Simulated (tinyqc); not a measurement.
Diamond against structures with more neighbours: Stillinger-Weber potential for a tetrahedral semiconductor. Computed by tinyqc, a small Python program. Command: `OMP_NUM_THREADS=1 python tinyqc.py 3002684 3002685 out.jsonl swsi walk`. One thread of a shared host (Intel(R) Xeon(R) Processor @ 2.30GHz), about 0.04 s of CPU time with the checks.

With x = r/sigma: pair term eps A (B x^-4 - 1) exp(1/(x - a)); for each pair of neighbours j, k of atom i, three-body term eps lambda exp(gamma/(x_ij - a) + gamma/(x_ik - a)) (cos theta_jik + 1/3)^2; both vanish beyond x = a. A = 7.049556277, B = 0.6022245584, a = 1.8.

Inputs (values chosen for the exercise, modelled on silicon): energy scale eps = 2.198 eV; length scale sigma = 2.089 angstrom; three-body strength lambda = 20.5; gamma = 1.3.

Method. Each structure is relaxed in its neighbour distance d (lowest minimum for d between sigma and 1.7 sigma), with all neighbours inside the cut-off, second shells too where they fall inside.

Energies per atom (eV):
```
structure     first neighbours  d (angstrom)     pair  three-body    total  volume (angstrom^3)
diamond                      4        2.3448  -4.3960      0.0000  -4.3960               19.849
simple cubic                 6        2.5470  -6.0441      1.3659  -4.6782               16.523
bcc                          8        2.7169  -8.0404      2.6870  -5.3534               15.438
fcc                         12        2.8366  -7.9688      2.6850  -5.2839               16.139
```

The order is bcc < fcc < simple cubic < diamond, the lowest two 0.070 eV apart. Against diamond the pair energy changes by -1.65 (simple cubic), -3.64 (bcc), -3.57 (fcc) eV, while angles away from 109.47 degrees cost 1.37, 2.69, 2.68 eV; the bonds stretch to 2.84 angstrom in fcc to weaken that penalty. With lambda = 20.5 and gamma = 1.3 (21 and 1.2 in the original fit to silicon) the three-body term, which a larger gamma damps, does not keep diamond lowest, unlike the element itself.

Extremes, crossings and ranges named in words are read from the listed rows.
